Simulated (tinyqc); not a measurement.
Length of a molecular wire: coherent transport through a tight-binding bridge. Computed by the program tinyqc. 

A uniform bridge between two chains:
```
parameter                        value
site energy (eV)              2.910000
hopping in the bridge (eV)    0.970000
lead hopping (eV)             2.800000
couplings (eV)              0.85, 0.47
E (eV)                        0.430000
```

T = Gamma_L Gamma_R |G_1n|^2 with the self-energies of semi-infinite chains.

Transmission against length:
```
sites           T     ln T
2      2.6914e-03   -5.918
3      6.1271e-04   -7.398
4      1.4168e-04   -8.862
5      3.2879e-05  -10.323
6      7.6366e-06  -11.783
7      1.7740e-06  -13.242
8      4.1214e-07  -14.702
9      9.5748e-08  -16.162
10     2.2244e-08  -17.621
```

E lies outside the band of the bridge (|E - e|/2h = 1.278 > 1), so T decays as exp(-beta n) with beta = 2 arccosh(1.278) = 1.4596 a site; the last two rows give 1.4596.
